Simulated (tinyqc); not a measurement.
# Short-channel transistor, virtual-source model with series resistance: effects of single changes

The current per gate width is the charge at the top of the source barrier (the virtual source) times its velocity times a saturation function; al and be are fitting constants of the model. Units: I in uA/um, Rs in ohm um, so I Rs = 1e-6 I Rs in volts; Q in uC/cm^2, so I = 1e-4 Q vx0 Fsat with vx0 in cm/s.

Values chosen for this exercise:
```
symbol   value        unit                                                         meaning
T          300           K                                                     temperature
Cinv      2.57     uF/cm^2                                           inversion capacitance
vx0     3.67e7        cm/s                                  velocity at the virtual source
mu         320  cm^2/(V s)                                               apparent mobility
L           16          nm                                                  channel length
VT0       0.45           V                                 threshold at zero drain voltage
dl       0.023         V/V                                  drain-induced barrier lowering
n0        1.13                                                         subthreshold factor
nd         0.2         1/V                                  growth of n with drain voltage
al         3.5              threshold shift (in units of Vt) from weak to strong inversion
be         1.6                                                     sharpness of saturation
Rs         120      ohm um                               series resistance of each contact
```

Constants: q = 1.602176634e-19 C, kB = 1.380649e-23 J/K, Vt = kB T/q. Results are converted to the units shown.

Each table varies one quantity; the others keep the values above.

## Effect of the apparent mobility on the on and off currents

Intrinsic voltages Vg' = Vgs - I Rs, Vd' = Vds - 2 I Rs. n = n0 + nd Vd', VT = VT0 - dl Vd', Ff = 1/(1 + exp((Vg' - VT + al Vt/2)/(al Vt))), Q = Cinv n Vt ln(1 + exp((Vg' - VT + al Vt Ff)/(n Vt))), Vdsat = (vx0 L/mu)(1 - Ff) + Vt Ff, Fsat = u/(1 + u^be)^(1/be) with u = Vd'/Vdsat, and I = Q vx0 Fsat per width. I is solved self-consistently. Ion is I at Vgs = Vds = 1 V, Ioff at Vgs = 0, Vds = 1 V, and Rlin = Vds/I at Vgs = 1 V, Vds = 0.05 V.

Effect of the apparent mobility on the on and off currents:
```
mu (cm^2/(V s)),Ion (uA/um),Ioff (nA/um),log10(Ion/Ioff),Rlin (ohm um)
50,1567,17.46,4.953,471.4
85,1861,17.48,5.027,377.0
140,2088,17.49,5.077,323.7
240,2266,17.49,5.113,289.0
410,2376,17.49,5.133,268.8
700,2435,17.50,5.144,256.9
1200,2464,17.50,5.149,249.9
2000,2477,17.50,5.151,245.9
```

As mu goes from 50 to 2000 cm^2/(V s), Ion rises from 1570 to 2480 uA/um, Ioff stays near 17.5 nA/um and Rlin falls from 471 to 246 ohm um. Ion changes by a factor of 1.58 and Ioff by 1.00. Below threshold Vdsat is near Vt, so L and mu hardly reach the off current.

## Effect of the series resistance of each contact on the on and off currents

Same model as above.

Result of one run:
```
Rs (ohm um),Ion (uA/um),Ioff (nA/um),log10(Ion/Ioff),Rlin (ohm um)
50,3442,17.49,5.294,136.9
```

What becomes of these results when the series resistance of each contact Rs is changed from 50 to 200 ohm um, all else the same?

Result of the changed run:
```
Rs (ohm um),Ion (uA/um),Ioff (nA/um),log10(Ion/Ioff),Rlin (ohm um)
200,1704,17.49,4.989,436.9
```

The whole series:
```
Rs (ohm um),Ion (uA/um),Ioff (nA/um),log10(Ion/Ioff),Rlin (ohm um)
0,5193,17.49,5.473,37.95
25,4142,17.49,5.374,86.95
50,3442,17.49,5.294,136.9
100,2570,17.49,5.167,236.9
150,2049,17.49,5.069,336.9
200,1704,17.49,4.989,436.9
300,1274,17.49,4.862,636.9
400,1016,17.49,4.764,836.9
```

As Rs goes from 0 to 400 ohm um, Ion falls from 5190 to 1020 uA/um, Ioff stays near 17.5 nA/um and Rlin rises from 37.9 to 837 ohm um. Ion changes by a factor of 0.196 and Ioff by 1.00. The off current drops so little voltage over Rs that it changes by under 1 %.

## Effect of the velocity at the virtual source on the on and off currents

Same model as above.

Effect of the velocity at the virtual source on the on and off currents:
```
vx0 (cm/s),Ion (uA/um),Ioff (nA/um),log10(Ion/Ioff),Rlin (ohm um)
5e6,633.1,2.384,5.424,279.8
7.1e6,848.2,3.385,5.399,278.4
1e7,1107,4.768,5.366,277.7
1.4e7,1406,6.675,5.323,277.3
2e7,1755,9.535,5.265,277.1
2.8e7,2088,13.35,5.194,276.9
4e7,2403,19.07,5.101,276.8
```

What does the table show?

As vx0 goes from 5e6 to 4e7 cm/s, Ion rises from 633 to 2400 uA/um, Ioff rises from 2.38 to 19.1 nA/um and Rlin falls from 280 to 277 ohm um. Ion changes by a factor of 3.80 and Ioff by 8.00.

Program tinyqc, `OMP_NUM_THREADS=1 python tinyqc.py 2380130 2380131 out.jsonl`; Intel Xeon 2.30GHz, shared host, one thread, about 0.01 s.
